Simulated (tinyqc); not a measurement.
# Gated graphene, quantum capacitance: effect of the temperature

phi is the Fermi level above the Dirac point, in volts; Vg is counted from the gate voltage of charge neutrality. Ideal linear bands, no charge puddles.

N0 = (2/pi)(kB T/(hbar vF))^2; n = N0 F1(phi/Vt), p = N0 F1(-phi/Vt), F1(e) = int_0^infinity u du/(1 + exp(u - e)) = -Li2(-exp(e)); Cq = q d(n - p)/dphi = (q N0/Vt) ln[2 (1 + cosh(phi/Vt))]. Cox = eps0 eox/tox; Vg = phi + q (n - p + Dit phi)/Cox. 1/C_G = 1/Cox + 1/(Cq + q Dit); dphi/dVg = Cox/(Cox + Cq + q Dit).

Parameters, values chosen for the exercise; values close to those of graphene:
- eox = 3.9 (relative permittivity of the gate insulator (close to silicon dioxide))
- tox = 4.4 nm (insulator thickness)
- vF = 9.55e5 m/s (Fermi velocity)
- Dit = 0 cm^-2 eV^-1 (density of traps)
- Vg = -1.02 V (gate voltage)

Constants: q = 1.602176634e-19 C, kB = 1.380649e-23 J/K, hbar = 1.054571817e-34 J s, Vt = kB T/q, eps0 = 8.8541878128e-14 F/cm where lengths are in cm. Results are converted to the units shown.

The same in every row: Cox (uF/cm^2) = 0.78480.

Effect of the temperature:

| T (K) | phi (V) | n - p (cm^-2) | Cq (uF/cm^2) | C_G (uF/cm^2) | dphi/dVg | n + p (cm^-2) |
|---|---|---|---|---|---|---|
| 50 | -0.22036 | -3.9169e12 | 5.6885 | 0.68966 | 0.12124 | 3.9169e12 |
| 77 | -0.22020 | -3.9177e12 | 5.6841 | 0.68959 | 0.12132 | 3.9177e12 |
| 120 | -0.21978 | -3.9197e12 | 5.6735 | 0.68943 | 0.12152 | 3.9197e12 |
| 200 | -0.21853 | -3.9259e12 | 5.6411 | 0.68895 | 0.12213 | 3.9259e12 |
| 300 | -0.21607 | -3.9379e12 | 5.5778 | 0.68800 | 0.12335 | 3.9380e12 |
| 400 | -0.21259 | -3.9550e12 | 5.4915 | 0.68667 | 0.12504 | 3.9558e12 |
| 500 | -0.20813 | -3.9768e12 | 5.3903 | 0.68506 | 0.12709 | 3.9816e12 |

As T goes from 50 to 500, Cq falls from 5.69 to 5.39 uF/cm^2, C_G/Cox falls from 0.879 to 0.873 and n - p falls from -3.92e12 to -3.98e12 cm^-2. Cq exceeds Cox in every row, so the insulator is the tighter limit, though Cq still cuts C_G by up to 13 %.

Program tinyqc, `OMP_NUM_THREADS=1 python tinyqc.py 2200014 2200015 out.jsonl`; Intel Xeon 2.30GHz, shared host, one thread, about 0.01 s.
